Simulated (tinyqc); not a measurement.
## Double-gate transistor below threshold, two-dimensional Poisson equation on a small mesh: effect of the insulator thickness

Half of a symmetric double-gate structure: row 0 is the mid-plane of the body, where the normal field vanishes. Mobile charge is neglected (subthreshold), the body is fully depleted, and potentials are counted from the intrinsic level; rows run upward to the gate, columns from source to drain.

Mesh: rows i = 0..12 in the semiconductor (step hs = tb/12, row 12 on the interface), then 8 step(s) ho = tox/8 up to the gate row 20; columns j = 0..80 (step hy = L/80). Box integration, divided by eps0: up_i = eps hy/h of the interval above row i, dn_i = that of the interval below (0 for row 0), lat_i = (sum of eps h/2 over the intervals above and below)/hy, s_i = -q Na w_i hy/eps0 with w_i the semiconductor height of the box (hs/2 for row 0 and the interface row, hs between, 0 in the insulator). Each free node obeys (up + dn + 2 lat) psi = up psi(above) + dn psi(below) + lat [psi(left) + psi(right)] + s. Fixed values: gate row Vg - Vfb; column 0 at Vbi and the last column at Vbi + Vd in the semiconductor, each running linearly to Vg - Vfb across the insulator. The system is solved directly. On row 0 the minimum of psi and its place come from a parabola through the three lowest nodes; barrier = Vbi - minimum, swing = Vt ln 10/(d psi/dVg), DIBL = (d psi/dVd)/(d psi/dVg) there. Lambda = pi/k with k the smallest positive root of tan(k tox) tan(k tb) = eox/eps_r.

Parameters, values chosen for the exercise; semiconductor permittivity made up:

| symbol | value | unit | meaning |
|---|---|---|---|
| T | 350 | K | temperature |
| eps_r | 9.76 |  | relative permittivity of the semiconductor |
| eox | 22 |  | relative permittivity of the insulator |
| tb | 4 | nm | half the body thickness |
| L | 25 | nm | channel length |
| Na | 0 | cm^-3 | acceptor density of the depleted body |
| Vbi | 0.46 | V | potential of the source |
| Vfb | -0.02 | V | gate offset |
| Vg | 0 | V | gate voltage |
| Vd | 0.7 | V | drain voltage |

Constants: q = 1.602176634e-19 C, kB = 1.380649e-23 J/K, Vt = kB T/q, eps0 = 8.8541878128e-14 F/cm where lengths are in cm. Results are converted to the units shown.

Result of one run:

| tox (nm) | L/Lambda | barrier (V) | place y/L | swing (mV/decade) | DIBL (mV/V) |
|---|---|---|---|---|---|
| 13 | 0.8410 | 0.1067 | 0.2978 | 159.4 | 278.6 |

What becomes of these results when the insulator thickness tox is changed from 13 to 6.9 nm, all else the same?

Result of the changed run:

| tox (nm) | L/Lambda | barrier (V) | place y/L | swing (mV/decade) | DIBL (mV/V) |
|---|---|---|---|---|---|
| 6.9 | 1.397 | 0.2652 | 0.3871 | 96.34 | 102.9 |

The whole series:

| tox (nm) | L/Lambda | barrier (V) | place y/L | swing (mV/decade) | DIBL (mV/V) |
|---|---|---|---|---|---|
| 2.6 | 2.330 | 0.3910 | 0.4343 | 75.26 | 23.18 |
| 3.6 | 2.057 | 0.3668 | 0.4250 | 78.53 | 36.06 |
| 5 | 1.730 | 0.3258 | 0.4099 | 84.80 | 60.29 |
| 6.9 | 1.397 | 0.2652 | 0.3871 | 96.34 | 102.9 |
| 9.6 | 1.084 | 0.1849 | 0.3504 | 118.8 | 176.6 |
| 13 | 0.8410 | 0.1067 | 0.2978 | 159.4 | 278.6 |

As tox goes from 2.6 to 13 nm, the barrier falls from 0.391 to 0.107 V, the swing rises from 75.3 to 159 mV a decade and DIBL rises from 23.2 to 279 mV/V; the ideal swing is 69.4. L/Lambda goes from 2.3 to 0.84. At tox = 13 nm the barrier is under 6 Vt, so mobile charge, neglected here, begins to count.

Computed by the program tinyqc: `OMP_NUM_THREADS=1 python tinyqc.py 2480047 2480048 out.jsonl`, one thread of a shared Intel Xeon 2.30GHz, about 0.09 s for the whole run.
